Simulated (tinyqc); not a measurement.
# From critical particle radius back to blade thickness t_b

Model: wafer bonding and layer transfer: bond energy, gap closing, particles, bonding of dissimilar wafers and hydrogen blisters. Computed by tinyqc, a small Python program. Command: `OMP_NUM_THREADS=1 python tinyqc.py 3016837 3016838 out.jsonl bond inv`. One thread of a shared host (Intel(R) Xeon(R) Processor @ 2.30GHz), about 0.01 s of CPU time with the checks.

gamma is the energy per area of each of the two surfaces; plates are isotropic.

Inputs (values chosen for the exercise, for model wafers):
```
quantity            value        unit
Young's modulus E1    163         GPa
Young's modulus E2   69.1         GPa
Poisson ratio nu     0.18           -
thickness t1          725  micrometre
thickness t2         1000  micrometre
crack length L       29.3          mm
particle radius h    0.18  micrometre
```

Pair: two different wafers.

Method. Two cantilevers opened by t_b: gamma = 3 t_b^2 E1 t1^3 E2 t2^3/(16 L^4 (E1 t1^3 + E2 t2^3)). E' = E1/(1 - nu^2), equal wafers assumed. Void radius in the plate regime: R_v = [(2/3) E' t1^3/gamma]^(1/4) h^(1/2). Below h_crit = 5 sqrt(t1 gamma/E') the wafers deform locally and R_v is of the order of h (taken as h).

Task: A run gave the result below. Find the blade thickness t_b, known to lie between 57 and 120 micrometre.

critical particle radius = 0.07609734 micrometre

Result:

Each step takes the trial c = (a f_b - b f_a)/(f_b - f_a), f being the result less the target and a, b, c the logarithms of the listed values; c replaces end b, the old b replaces a if the sign of f changed, and otherwise f_a is halved.

Scan of the range:
```
blade thickness t_b (micrometre)  critical particle radius (micrometre)
57.0                                                           0.053936
64.5                                                           0.061033
73.1                                                           0.069171
82.7                                                           0.078255
93.6                                                           0.088569
106.0                                                          0.100302
120.0                                                          0.113550
```

False position (Illinois rule, in the logarithm of the input) inside the bracket:
```
step    end a    end b    trial  critical particle radius (micrometre)
1     73.1000  82.7000  80.3116                              0.0759948
2     82.7000  80.3116  80.4185                              0.0760959
3     82.7000  80.4185  80.4215                              0.0760987
4     80.4185  80.4215  80.4200                              0.0760973
```

Critical particle radius rises at every point of a 13-point scan of the range (every second point is shown), so one value fits; it is bracketed by 73.1 and 82.7. The scan shows a pure power law with exponent 1.0000, so scaling from any one row also gives the answer directly. Answer: blade thickness t_b = 80.42 micrometre.
